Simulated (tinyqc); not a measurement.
MP2 on RHF in the sto-6g basis, for BeH2, spin multiplicity 1, step by step. Computed by tinyqc, a small Python program that keeps every step (integrals from PySCF). Settings: charge = 0, multiplicity = 1, basis = sto-6g, method = RHF, energy threshold = 1e-10, iteration cap = 70, orthogonalisation = symmetric, start = Wolfsberg-Helmholz matrix, DIIS depth = 6. Command: `OMP_NUM_THREADS=1 python tinyqc.py 28067 28068 out.jsonl` (the two numbers bound the seeds that draw the settings). One thread of a shared host (Intel(R) Xeon(R) Processor @ 2.60GHz), about 0.2 s of CPU time with the checks. The early iterations of the SCF are left out here.

## One-electron integrals

Geometry (angstrom):

| atom | x | y | z |
|---|---|---|---|
| Be | 0.00000 | 0.00000 | 0.00000 |
| H | 0.00000 | 1.57200 | 0.07500 |
| H | 0.00000 | -1.57200 | 0.07500 |

Basis sto-6g: exponents (1/bohr^2) and contraction coefficients of normalised primitives:

| element | l (shell) | exponent | coefficient |
|---|---|---|---|
| Be | s (1) | 312.87049 | 0.00916 |
| Be | s (1) | 57.36446 | 0.04936 |
| Be | s (1) | 16.04851 | 0.16854 |
| Be | s (1) | 5.51310 | 0.37056 |
| Be | s (1) | 2.14090 | 0.41649 |
| Be | s (1) | 0.88174 | 0.13033 |
| Be | s (2) | 13.63325 | -0.01325 |
| Be | s (2) | 2.69838 | -0.04699 |
| Be | s (2) | 0.83865 | -0.03379 |
| Be | s (2) | 0.32266 | 0.25024 |
| Be | s (2) | 0.14013 | 0.59512 |
| Be | s (2) | 0.06423 | 0.24071 |
| Be | p (3) | 13.63325 | 0.00376 |
| Be | p (3) | 2.69838 | 0.03768 |
| Be | p (3) | 0.83865 | 0.17390 |
| Be | p (3) | 0.32266 | 0.41804 |
| Be | p (3) | 0.14013 | 0.42586 |
| Be | p (3) | 0.06423 | 0.10171 |
| H | s (1) | 35.52322 | 0.00916 |
| H | s (1) | 6.51314 | 0.04936 |
| H | s (1) | 1.82214 | 0.16854 |
| H | s (1) | 0.62596 | 0.37056 |
| H | s (1) | 0.24308 | 0.41649 |
| H | s (1) | 0.10011 | 0.13033 |

Overlap, kinetic and nuclear-attraction integrals over the contracted functions; the nuclear repulsion is the sum of Za Zb / Rab.

nuclear repulsion = 2.8582674 hartree

overlap S:
```
          1Be 1s   1Be 2s  1Be 2px   1Be 2py  1Be 2pz    2H 1s     3H 1s
1Be 1s   1.00000  0.25476  0.00000   0.00000  0.00000  0.04283   0.04283
1Be 2s   0.25476  1.00000  0.00000   0.00000  0.00000  0.37041   0.37041
1Be 2px  0.00000  0.00000  1.00000   0.00000  0.00000  0.00000   0.00000
1Be 2py  0.00000  0.00000  0.00000   1.00000  0.00000  0.45162  -0.45162
1Be 2pz  0.00000  0.00000  0.00000   0.00000  1.00000  0.02155   0.02155
2H 1s    0.04283  0.37041  0.00000   0.45162  0.02155  1.00000   0.01670
3H 1s    0.04283  0.37041  0.00000  -0.45162  0.02155  0.01670   1.00000
```

kinetic energy T (hartree):
```
           1Be 1s    1Be 2s  1Be 2px   1Be 2py  1Be 2pz     2H 1s     3H 1s
1Be 1s    6.76875  -0.20738  0.00000   0.00000  0.00000  -0.01228  -0.01228
1Be 2s   -0.20738   0.22012  0.00000   0.00000  0.00000   0.03820   0.03820
1Be 2px   0.00000   0.00000  0.66127   0.00000  0.00000   0.00000   0.00000
1Be 2py   0.00000   0.00000  0.00000   0.66127  0.00000   0.12442  -0.12442
1Be 2pz   0.00000   0.00000  0.00000   0.00000  0.66127   0.00594   0.00594
2H 1s    -0.01228   0.03820  0.00000   0.12442  0.00594   0.76852  -0.00468
3H 1s    -0.01228   0.03820  0.00000  -0.12442  0.00594  -0.00468   0.76852
```

nuclear attraction V (hartree):
```
            1Be 1s    1Be 2s   1Be 2px   1Be 2py   1Be 2pz     2H 1s     3H 1s
1Be 1s   -15.38728  -1.82206   0.00000   0.00000  -0.00131  -0.33215  -0.33215
1Be 2s    -1.82206  -2.95015   0.00000   0.00000  -0.01159  -1.00226  -1.00226
1Be 2px    0.00000   0.00000  -2.88963   0.00000   0.00000   0.00000   0.00000
1Be 2py    0.00000   0.00000   0.00000  -3.07051   0.00000  -1.19651   1.19651
1Be 2pz   -0.00131  -0.01159   0.00000   0.00000  -2.89004  -0.05805  -0.05805
2H 1s     -0.33215  -1.00226   0.00000  -1.19651  -0.05805  -2.74890  -0.05089
3H 1s     -0.33215  -1.00226   0.00000   1.19651  -0.05805  -0.05089  -2.74890
```

core Hamiltonian H = T + V (hartree):
```
           1Be 1s    1Be 2s   1Be 2px   1Be 2py   1Be 2pz     2H 1s     3H 1s
1Be 1s   -8.61853  -2.02944   0.00000   0.00000  -0.00131  -0.34443  -0.34443
1Be 2s   -2.02944  -2.73003   0.00000   0.00000  -0.01159  -0.96405  -0.96405
1Be 2px   0.00000   0.00000  -2.22836   0.00000   0.00000   0.00000   0.00000
1Be 2py   0.00000   0.00000   0.00000  -2.40925   0.00000  -1.07209   1.07209
1Be 2pz  -0.00131  -0.01159   0.00000   0.00000  -2.22878  -0.05212  -0.05212
2H 1s    -0.34443  -0.96405   0.00000  -1.07209  -0.05212  -1.98038  -0.05556
3H 1s    -0.34443  -0.96405   0.00000   1.07209  -0.05212  -0.05556  -1.98038
```

## Two-electron integrals

Functions are numbered as in S; the eight-fold symmetry (ij|kl) = (ji|kl) = (kl|ij) leaves the list below.

Two-electron integrals (ij|kl) in chemists' order, unique and non-zero (hartree):
```
(11|11) 2.30000     (21|11) 0.36188     (21|21) 0.07193     (22|11) 0.57033
(22|21) 0.13965     (22|22) 0.41777     (31|31) 0.01525     (32|31) 0.02255
(32|32) 0.09234     (33|11) 0.57033     (33|21) 0.13965     (33|22) 0.41777
(33|33) 0.45012     (41|41) 0.01525     (42|41) 0.02255     (42|42) 0.09234
(43|43) 0.02426     (44|11) 0.57033     (44|21) 0.13965     (44|22) 0.41777
(44|33) 0.40160     (44|44) 0.45012     (51|51) 0.01525     (52|51) 0.02255
(52|52) 0.09234     (53|53) 0.02426     (54|54) 0.02426     (55|11) 0.57033
(55|21) 0.13965     (55|22) 0.41777     (55|33) 0.40160     (55|44) 0.40160
(55|55) 0.45012     (61|11) 0.06218     (61|21) 0.01202     (61|22) 0.02330
(61|33) 0.02311     (61|41) 0.00119     (61|42) 0.00233     (61|44) 0.02369
(61|51) 0.00006     (61|52) 0.00011     (61|54) 2.75e-05    (61|55) 0.02311
(61|61) 0.00212     (62|11) 0.16567     (62|21) 0.04131     (62|22) 0.13651
(62|33) 0.13118     (62|41) 0.00572     (62|42) 0.03502     (62|44) 0.14713
(62|51) 0.00027     (62|52) 0.00167     (62|54) 0.00076     (62|55) 0.13121
(62|61) 0.00767     (62|62) 0.06928     (63|31) 0.00376     (63|32) 0.01764
(63|43) 0.00590     (63|53) 0.00028     (63|63) 0.00594     (64|11) 0.18366
(64|21) 0.04633     (64|22) 0.15974     (64|33) 0.15038     (64|41) 0.00918
(64|42) 0.05439     (64|44) 0.17843     (64|51) 0.00026     (64|52) 0.00175
(64|54) 0.00106     (64|55) 0.15042     (64|61) 0.00899     (64|62) 0.09188
(64|64) 0.12517     (65|11) 0.00876     (65|21) 0.00221     (65|22) 0.00762
(65|33) 0.00717     (65|41) 0.00026     (65|42) 0.00175     (65|44) 0.00795
(65|51) 0.00377     (65|52) 0.01773     (65|54) 0.00593     (65|55) 0.00774
(65|61) 0.00043     (65|62) 0.00438     (65|64) 0.00569     (65|65) 0.00621
(66|11) 0.33506     (66|21) 0.08515     (66|22) 0.31512     (66|33) 0.29279
(66|41) 0.01316     (66|42) 0.10570     (66|44) 0.35964     (66|51) 0.00063
(66|52) 0.00504     (66|54) 0.00319     (66|55) 0.29294     (66|61) 0.01626
(66|62) 0.20774     (66|64) 0.29135     (66|65) 0.01390     (66|66) 0.77500
(71|11) 0.06218     (71|21) 0.01202     (71|22) 0.02330     (71|33) 0.02311
(71|41) -0.00119    (71|42) -0.00233    (71|44) 0.02369     (71|51) 0.00006
(71|52) 0.00011     (71|54) -2.75e-05   (71|55) 0.02311     (71|61) 0.00192
(71|62) 0.00633     (71|64) 0.00686     (71|65) 0.00036     (71|66) 0.01294
(71|71) 0.00212     (72|11) 0.16567     (72|21) 0.04131     (72|22) 0.13651
(72|33) 0.13118     (72|41) -0.00572    (72|42) -0.03502    (72|44) 0.14713
(72|51) 0.00027     (72|52) 0.00167     (72|54) -0.00076    (72|55) 0.13121
(72|61) 0.00633     (72|62) 0.03438     (72|64) 0.03707     (72|65) 0.00214
(72|66) 0.07543     (72|71) 0.00767     (72|72) 0.06928     (73|31) 0.00376
(73|32) 0.01764     (73|43) -0.00590    (73|53) 0.00028     (73|63) 0.00225
(73|73) 0.00594     (74|11) -0.18366    (74|21) -0.04633    (74|22) -0.15974
(74|33) -0.15038    (74|41) 0.00918     (74|42) 0.05439     (74|44) -0.17843
(74|51) -0.00026    (74|52) -0.00175    (74|54) 0.00106     (74|55) -0.15042
(74|61) -0.00686    (74|62) -0.03707    (74|64) -0.03882    (74|65) -0.00228
(74|66) -0.08077    (74|71) -0.00899    (74|72) -0.09188    (74|74) 0.12517
(75|11) 0.00876     (75|21) 0.00221     (75|22) 0.00762     (75|33) 0.00717
(75|41) -0.00026    (75|42) -0.00175    (75|44) 0.00795     (75|51) 0.00377
(75|52) 0.01773     (75|54) -0.00593    (75|55) 0.00774     (75|61) 0.00036
(75|62) 0.00214     (75|64) 0.00228     (75|65) 0.00238     (75|66) 0.00479
(75|71) 0.00043     (75|72) 0.00438     (75|74) -0.00569    (75|75) 0.00621
(76|11) 0.00927     (76|21) 0.00225     (76|22) 0.00682     (76|33) 0.00669
(76|44) 0.00710     (76|51) 2.89e-05    (76|52) 0.00015     (76|55) 0.00669
(76|61) 0.00038     (76|62) 0.00238     (76|64) 0.00286     (76|65) 0.00016
(76|66) 0.00591     (76|71) 0.00038     (76|72) 0.00238     (76|74) -0.00286
(76|75) 0.00016     (76|76) 0.00012     (77|11) 0.33506     (77|21) 0.08515
(77|22) 0.31512     (77|33) 0.29279     (77|41) -0.01316    (77|42) -0.10570
(77|44) 0.35964     (77|51) 0.00063     (77|52) 0.00504     (77|54) -0.00319
(77|55) 0.29294     (77|61) 0.01294     (77|62) 0.07543     (77|64) 0.08077
(77|65) 0.00479     (77|66) 0.16831     (77|71) 0.01626     (77|72) 0.20774
(77|74) -0.29135    (77|75) 0.01390     (77|76) 0.00591     (77|77) 0.77500
```

## Orthogonalisation

S = U s U^T; symmetric (Loewdin) form X = U s^(-1/2) U^T, so that X^T S X = 1.

eigenvalues of S: 0.35291  0.44570  0.95206  1.00000  1.00369  1.61525  1.63039

X:
```
           1Be 1s    1Be 2s  1Be 2px   1Be 2py   1Be 2pz     2H 1s     3H 1s
1Be 1s    1.02730  -0.14687  0.00000   0.00000  -0.00079   0.01930   0.01930
1Be 2s   -0.14687   1.16004  0.00000   0.00000   0.00763  -0.22791  -0.22791
1Be 2px   0.00000   0.00000  1.00000   0.00000   0.00000   0.00000   0.00000
1Be 2py   0.00000   0.00000  0.00000   1.22737   0.00000  -0.31823   0.31823
1Be 2pz  -0.00079   0.00763  0.00000   0.00000   1.00043  -0.01299  -0.01299
2H 1s     0.01930  -0.22791  0.00000  -0.31823  -0.01299   1.17955  -0.05959
3H 1s     0.01930  -0.22791  0.00000   0.31823  -0.01299  -0.05959   1.17955
```

## Iteration 7 (converged): orbitals

converged F (hartree):
```
           1Be 1s    1Be 2s  1Be 2px   1Be 2py   1Be 2pz     2H 1s     3H 1s
1Be 1s   -4.60196  -1.24997  0.00000   0.00000   0.00104  -0.21443  -0.21443
1Be 2s   -1.24997  -0.56382  0.00000   0.00000  -0.00794  -0.33502  -0.33502
1Be 2px   0.00000   0.00000  0.21011   0.00000   0.00000   0.00000   0.00000
1Be 2py   0.00000   0.00000  0.00000  -0.14692   0.00000  -0.30106   0.30106
1Be 2pz   0.00104  -0.00794  0.00000   0.00000   0.20961  -0.01119  -0.01119
2H 1s    -0.21443  -0.33502  0.00000  -0.30106  -0.01119  -0.23546  -0.01586
3H 1s    -0.21443  -0.33502  0.00000   0.30106  -0.01119  -0.01586  -0.23546
```

Diagonalise F' = X^T F X, C = X C', fill 3 alpha and 3 beta electrons from the bottom; D = 2 C_occ C_occ^T. Each column has its largest component positive (the first on a tie).

F' = X^T F X (hartree):
```
          1         2        3         4         5         6         7
1  -4.50506  -0.65975  0.00000   0.00000   0.00055  -0.00816  -0.00816
2  -0.65975  -0.13265  0.00000   0.00000   0.00324  -0.27652  -0.27652
3   0.00000   0.00000  0.21011   0.00000   0.00000   0.00000   0.00000
4   0.00000   0.00000  0.00000   0.20457   0.00000  -0.37488   0.37488
5   0.00055   0.00324  0.00000   0.00000   0.21027  -0.01369  -0.01369
6  -0.00816  -0.27652  0.00000  -0.37488  -0.01369   0.03842  -0.06951
7  -0.00816  -0.27652  0.00000   0.37488  -0.01369  -0.06951   0.03842
```

orbital energies (hartree): MO1 -4.60348, MO2 -0.41802, MO3 -0.37610, MO4 0.20871, MO5 0.21011, MO6 0.35425, MO7 0.68860

coefficients C:
```
              MO1       MO2       MO3       MO4      MO5       MO6       MO7
1Be 1s    0.99477  -0.20165   0.00000   0.02702  0.00000  -0.21612   0.00000
1Be 2s    0.02072   0.60168   0.00000  -0.11936  0.00000   1.04620   0.00000
1Be 2px   0.00000   0.00000   0.00000   0.00000  1.00000   0.00000   0.00000
1Be 2py   0.00000   0.00000   0.49520   0.00000  0.00000   0.00000   1.20985
1Be 2pz  -0.00009   0.01071   0.00000   0.99228  0.00000   0.12858   0.00000
2H 1s    -0.00253   0.39618   0.43250   0.05957  0.00000  -0.72050  -0.82580
3H 1s    -0.00253   0.39618  -0.43250   0.05957  0.00000  -0.72050   0.82580
```

D after iteration 7:
```
           1Be 1s    1Be 2s  1Be 2px   1Be 2py   1Be 2pz     2H 1s     3H 1s
1Be 1s    2.06046  -0.20145  0.00000   0.00000  -0.00449  -0.16481  -0.16481
1Be 2s   -0.20145   0.72489  0.00000   0.00000   0.01288   0.47664   0.47664
1Be 2px   0.00000   0.00000  0.00000   0.00000   0.00000   0.00000   0.00000
1Be 2py   0.00000   0.00000  0.00000   0.49044   0.00000   0.42835  -0.42835
1Be 2pz  -0.00449   0.01288  0.00000   0.00000   0.00023   0.00848   0.00848
2H 1s    -0.16481   0.47664  0.00000   0.42835   0.00848   0.68805  -0.06019
3H 1s    -0.16481   0.47664  0.00000  -0.42835   0.00848  -0.06019   0.68805
```

## Convergence

Stop when the energy changes by less than 1e-10 hartree and every element of the error matrix X^T (F D S - S D F) X is below 3e-06.

Course of the cycle:

| iteration | E (hartree) | change | largest element of the error matrix |
|---|---|---|---|
| 1 | -15.6372472 | - | 1.66e-01 |
| 2 | -15.6735991 | -3.64e-02 | 1.81e-02 |
| 3 | -15.6743313 | -7.32e-04 | 2.93e-03 |
| 4 | -15.6743634 | -3.21e-05 | 2.73e-04 |
| 5 | -15.6743638 | -3.79e-07 | 4.24e-05 |
| 6 | -15.6743638 | -5.45e-09 | 1.53e-07 |
| 7 | -15.6743638 | -1.78e-14 | 6.64e-10 |

PySCF RHF in the same basis = -15.6743638 hartree

Converged in 7 iterations.

## Integrals over molecular orbitals

(pq|rs) = sum C_ip C_jq C_kr C_ls (ij|kl), one index at a time.

one-electron integrals over orbitals h = C^T H C (hartree):
```
          1         2         3         4         5         6         7
1  -8.60978   0.20797   0.00000  -0.02923   0.00000   0.21041   0.00000
2   0.20797  -2.29588   0.00000   0.01669   0.00000  -0.25270   0.00000
3   0.00000   0.00000  -2.22938   0.00000   0.00000   0.00000  -0.31364
4  -0.02923   0.01669   0.00000  -2.22548   0.00000  -0.02963   0.00000
5   0.00000   0.00000   0.00000   0.00000  -2.22836   0.00000   0.00000
6   0.21041  -0.25270   0.00000  -0.02963   0.00000  -1.91508   0.00000
7   0.00000   0.00000  -0.31364   0.00000   0.00000   0.00000  -1.86726
```

Two-electron integrals over orbitals (pq|rs), unique and non-zero (hartree):
```
(11|11) 2.28107    (21|11) -0.18733   (21|21) 0.02423    (22|11) 0.45831
(22|21) -0.00566   (22|22) 0.37375    (31|31) 0.00513    (32|31) 0.01085
(32|32) 0.15948    (33|11) 0.41899    (33|21) -0.00206   (33|22) 0.38561
(33|33) 0.40871    (41|11) 0.02513    (41|21) -0.00308   (41|22) 0.00160
(41|33) 0.00085    (41|41) 0.01624    (42|11) -0.01361   (42|21) 0.00090
(42|22) 0.00445    (42|33) 0.00574    (42|41) 0.01440    (42|42) 0.04699
(43|31) -0.00010   (43|32) 0.00848    (43|43) 0.01308    (44|11) 0.56896
(44|21) -0.00687   (44|22) 0.35192    (44|33) 0.33437    (44|41) -0.00315
(44|42) -0.01696   (44|44) 0.45096    (51|51) 0.01602    (52|51) 0.01469
(52|52) 0.04677    (53|53) 0.01238    (54|51) -0.00199   (54|52) -0.00535
(54|54) 0.02471    (55|11) 0.57006    (55|21) -0.00681   (55|22) 0.35241
(55|33) 0.33435    (55|41) 0.00077    (55|42) -0.00649   (55|44) 0.40113
(55|55) 0.45012    (61|11) -0.19941   (61|21) 0.02640    (61|22) -0.00607
(61|33) -0.00274   (61|41) -0.00165   (61|42) 0.00240    (61|44) -0.00598
(61|55) -0.00547   (61|61) 0.02906    (62|11) 0.14164    (62|21) -0.00633
(62|22) -0.01464   (62|33) -0.04056   (62|41) 0.00238    (62|42) -0.00310
(62|44) 0.06618    (62|55) 0.06818    (62|61) -0.00558   (62|62) 0.08377
(63|31) -0.00030   (63|32) -0.09159   (63|43) -0.00718   (63|63) 0.08611
(64|11) 0.01086    (64|21) 0.00029    (64|22) 0.00089    (64|33) -0.00290
(64|41) 0.01561    (64|42) 0.04405    (64|44) -0.00173   (64|55) 0.00485
(64|61) 0.00212    (64|62) 0.01372    (64|64) 0.04822    (65|51) 0.01612
(65|52) 0.04626    (65|54) -0.00342   (65|65) 0.04952    (66|11) 0.47058
(66|21) -0.00713   (66|22) 0.37675    (66|33) 0.38681    (66|41) 0.00496
(66|42) 0.01426    (66|44) 0.35231    (66|55) 0.35453    (66|61) -0.00688
(66|62) -0.02354   (66|64) 0.00917    (66|66) 0.39584    (71|31) 0.00969
(71|32) 0.01735    (71|43) -0.00032   (71|63) 0.00042    (71|71) 0.01844
(72|31) 0.00452    (72|32) -0.04016   (72|43) -0.00688   (72|63) 0.06290
(72|71) 0.00832    (72|72) 0.05803    (73|11) 0.15081    (73|21) -0.00383
(73|22) -0.00008   (73|33) -0.01831   (73|41) 4.60e-05   (73|42) -0.00949
(73|44) 0.07020    (73|55) 0.07063    (73|61) -0.00351   (73|62) 0.07907
(73|64) 0.00685    (73|66) -0.01872   (73|73) 0.08783    (74|31) -0.00134
(74|32) -0.01553   (74|43) 0.01239    (74|63) 0.00980    (74|71) -0.00231
(74|72) 0.00302    (74|74) 0.01855    (75|53) 0.01325    (75|75) 0.01697
(76|31) 0.00969    (76|32) 0.13898    (76|43) 0.00924    (76|63) -0.08941
(76|71) 0.01595    (76|72) -0.04714   (76|74) -0.01330   (76|76) 0.13417
(77|11) 0.54486    (77|21) -0.00700   (77|22) 0.39966    (77|33) 0.41556
(77|41) 0.00072    (77|42) 0.00106    (77|44) 0.37743    (77|55) 0.37705
(77|61) -0.00732   (77|62) -0.01793   (77|64) -0.00316   (77|66) 0.40972
(77|73) 0.00377    (77|77) 0.45255
```

## Second-order Moller-Plesset energy

Hartree-Fock energy = -15.6743638 hartree

E2 = sum_ijab (ia|jb) [2 (ia|jb) - (ib|ja)] / (e_i + e_j - e_a - e_b) over occupied i, j and virtual a, b; the opposite-spin part is (ia|jb)^2 / denominator, the rest is same-spin, and SCS-MP2 scales them by 6/5 and 1/3.

Terms (the 40 largest of 46):

| i | j | a | b | (ia\|jb) | (ib\|ja) | denominator | term |
|---|---|---|---|---|---|---|---|
| 3 | 3 | 6 | 6 | 0.08611 | 0.08611 | -1.46070 | -0.00508 |
| 2 | 2 | 6 | 6 | 0.08377 | 0.08377 | -1.54453 | -0.00454 |
| 3 | 2 | 7 | 6 | 0.07907 | 0.06290 | -1.83697 | -0.00410 |
| 2 | 3 | 6 | 7 | 0.07907 | 0.06290 | -1.83697 | -0.00410 |
| 3 | 3 | 7 | 7 | 0.08783 | 0.08783 | -2.12941 | -0.00362 |
| 2 | 2 | 4 | 4 | 0.04699 | 0.04699 | -1.25345 | -0.00176 |
| 2 | 2 | 5 | 5 | 0.04677 | 0.04677 | -1.25626 | -0.00174 |
| 2 | 3 | 7 | 6 | 0.06290 | 0.07907 | -1.83697 | -0.00160 |
| 3 | 2 | 6 | 7 | 0.06290 | 0.07907 | -1.83697 | -0.00160 |
| 2 | 2 | 7 | 7 | 0.05803 | 0.05803 | -2.21324 | -0.00152 |
| 3 | 3 | 4 | 4 | 0.01308 | 0.01308 | -1.16963 | -0.00015 |
| 3 | 3 | 5 | 5 | 0.01238 | 0.01238 | -1.17244 | -0.00013 |
| 1 | 1 | 6 | 6 | 0.02906 | 0.02906 | -9.91545 | -0.00009 |
| 3 | 2 | 7 | 4 | -0.00949 | -0.00688 | -1.69143 | -0.00007 |
| 2 | 3 | 4 | 7 | -0.00949 | -0.00688 | -1.69143 | -0.00007 |
| 2 | 1 | 5 | 5 | 0.01469 | 0.01469 | -5.44172 | -3.96e-05 |
| 1 | 2 | 5 | 5 | 0.01469 | 0.01469 | -5.44172 | -3.96e-05 |
| 3 | 3 | 4 | 6 | -0.00718 | -0.00718 | -1.31517 | -3.92e-05 |
| 3 | 3 | 6 | 4 | -0.00718 | -0.00718 | -1.31517 | -3.92e-05 |
| 2 | 1 | 4 | 4 | 0.01440 | 0.01440 | -5.43892 | -3.81e-05 |
| 1 | 2 | 4 | 4 | 0.01440 | 0.01440 | -5.43892 | -3.81e-05 |
| 1 | 1 | 7 | 7 | 0.01844 | 0.01844 | -10.58416 | -3.21e-05 |
| 1 | 1 | 4 | 4 | 0.01624 | 0.01624 | -9.62438 | -2.74e-05 |
| 1 | 1 | 5 | 5 | 0.01602 | 0.01602 | -9.62719 | -2.67e-05 |
| 2 | 3 | 7 | 4 | -0.00688 | -0.00949 | -1.69143 | -1.74e-05 |
| 3 | 2 | 4 | 7 | -0.00688 | -0.00949 | -1.69143 | -1.74e-05 |
| 1 | 2 | 7 | 7 | 0.00832 | 0.00832 | -6.39870 | -1.08e-05 |
| 2 | 1 | 7 | 7 | 0.00832 | 0.00832 | -6.39870 | -1.08e-05 |
| 2 | 2 | 6 | 4 | -0.00310 | -0.00310 | -1.39899 | -6.88e-06 |
| 2 | 2 | 4 | 6 | -0.00310 | -0.00310 | -1.39899 | -6.88e-06 |
| 2 | 1 | 6 | 6 | -0.00558 | -0.00558 | -5.72999 | -5.44e-06 |
| 1 | 2 | 6 | 6 | -0.00558 | -0.00558 | -5.72999 | -5.44e-06 |
| 3 | 1 | 7 | 6 | -0.00351 | 0.00042 | -6.02243 | -4.34e-06 |
| 1 | 3 | 6 | 7 | -0.00351 | 0.00042 | -6.02243 | -4.34e-06 |
| 2 | 1 | 4 | 6 | 0.00240 | 0.00238 | -5.58445 | -1.04e-06 |
| 1 | 2 | 6 | 4 | 0.00240 | 0.00238 | -5.58445 | -1.04e-06 |
| 2 | 1 | 6 | 4 | 0.00238 | 0.00240 | -5.58445 | -1.01e-06 |
| 1 | 2 | 4 | 6 | 0.00238 | 0.00240 | -5.58445 | -1.01e-06 |
| 3 | 1 | 6 | 7 | 0.00042 | -0.00351 | -6.02243 | -3.01e-07 |
| 1 | 3 | 7 | 6 | 0.00042 | -0.00351 | -6.02243 | -3.01e-07 |

Pair energies (hartree; pair i-j sums ij and ji):

| pair | opposite spin | same spin |
|---|---|---|
| 1-1 | -0.00017 | 0 |
| 2-1 | -0.00019 | -9.65e-11 |
| 2-2 | -0.00958 | 0 |
| 3-1 | -4.19e-06 | -5.18e-06 |
| 3-2 | -0.01128 | -0.00029 |
| 3-3 | -0.00905 | 0.00000 |

MP2 correlation energy = -0.0305800 hartree

SCS-MP2 correlation energy = -0.0364379 hartree

MP2 total energy = -15.7049437 hartree
